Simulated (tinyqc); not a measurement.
Inside a calculation. Model: bandgap voltage reference from two bipolar transistors.

Numbers from tinyqc (`OMP_NUM_THREADS=1 python tinyqc.py 2062026 2062027 out.jsonl`; about 0.02 s on one thread of a shared Intel Xeon 2.30GHz). Printed values are rounded.

Two transistors of area 1 and N carry the same current I. Is(T) = Is (T/T0)^eta exp[(Vg0 q/kB)(1/T0 - 1/T)], VBE1 = Vt ln(I/Is(T)) + I rb, VBE2 = Vt ln(I/(N Is(T))) + I rb/N. The amplifier forces I R1(T) = VBE1 - VBE2 + Vos, with R(T) = R (1 + tc (T - T0)) for both resistors, and the output is Vref = VBE1 + I R2(T). Base currents and the Early effect are neglected.

Values chosen for this exercise; values of the order met in silicon bipolar transistors: reference temperature T0 = 323 K; band-gap voltage extrapolated to 0 K Vg0 = 1.204 V; temperature exponent of the saturation current eta = 3.1; saturation current of the unit transistor at T0 Is = 1.4e-16 A; area ratio of the second transistor N = 15; resistor across which the difference of VBE falls, at T0 R1 = 20 kohm; temperature coefficient of both resistors tc = -600 ppm/K; offset of the amplifier Vos = 0 mV; series resistance of the unit transistor rb = 60 ohm; output resistor at T0 R2 = 153.2 kohm; temperature T = 253 K.

Constants: q = 1.602176634e-19 C, kB = 1.380649e-23 J/K. Results are converted to the units shown.

## Operating point at the reference temperature

Vt = kB T/q; I = (Vt ln N + Vos)/(R1(T) - rb (1 - 1/N)). Evaluate at T = T0.

Vt = 0.0278340 V
I = 3.77937 uA
Is(T) = 1.4e-16 A
VBE1 = 0.668770 V
I R2 = 0.579000 V
Vref = 1.24777 V

## Operating point at another temperature

Vt = kB T/q; I = (Vt ln N + Vos)/(R1(T) - rb (1 - 1/N)).

Vt = 0.0218019 V
I = 2.84067 uA
Is(T) = 4.16441e-22 A
VBE1 = 0.795040 V
I R2 = 0.453469 V
Vref = 1.24851 V

From T0 to T, VBE1 changes by 126 mV and I R2 by -126 mV, which leaves 0.740 mV in Vref.

## Resistor for zero slope at T0, ideal case

With tc = 0, Vos = 0 and rb = 0 the current is proportional to T, dVBE/dT = (VBE - Vg0 - (eta - 1) Vt)/T, and Vref has zero slope at T0 when Vref = Vg0 + (eta - 1) Vt0. Find VBE1, its slope, that Vref, R2/R1 and the curvature d2Vref/dT2 = -(eta - 1) kB/(q T0).

VBE1 = 0.668465 V
dVBE/dT = -1.83897 mV/K
Vref = 1.26245 V
R2/R1 = 7.88033
curvature = -0.560260 uV/K^2
